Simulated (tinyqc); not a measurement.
Strain-driven roughening and islands of a mismatched epitaxial film: one step, computed by the program tinyqc. Command: `OMP_NUM_THREADS=1 python tinyqc.py 3005535 3005536 out.jsonl island walk`. One thread of a shared host (Intel(R) Xeon(R) Processor @ 2.30GHz), about 0.01 s of CPU time with the checks.

Film and substrate share isotropic elastic constants; the film is coherent and biaxially strained.

Problem. A ripple of given wavelength. A ripple A cos(k x) has the surface chemical potential per volume [gamma k^2 - 2 (1 + nu) w k] A cos(k x), so k_c = 2 (1 + nu) w/gamma. With surface diffusion the amplitude grows at the rate q = B k^2 [2 (1 + nu) w k - gamma k^2], fastest at k_m = (3/4) k_c. B is the surface mobility. Stress at the trough = stress x (1 + 2 k A).

Inputs (values chosen for the exercise, modelled on Si(0.5)Ge(0.5) on Si): Poisson ratio nu = 0.24; surface energy gamma = 1.17 J/m^2; surface mobility D_s nu_s Omega^2/(k_B T) = 6.4e-35 m^6/(J s); initial ripple amplitude A0 = 0.16 nm; ripple wavelength over the critical one = 2.1.

Transport: surface diffusion.

k_c = 0.1726470 1/nm

energy density w = 81.45038 MJ/m^3

growth time 1/q at k_m = 142.5196 s

Give: k; rate q; q over the largest rate; stress concentration at A0.

Solution.

k = 0.08221 1/nm

rate q = 0.003763 1/s

q over the largest rate = 0.5363

stress concentration at A0 = 1.026

The ripple grows.
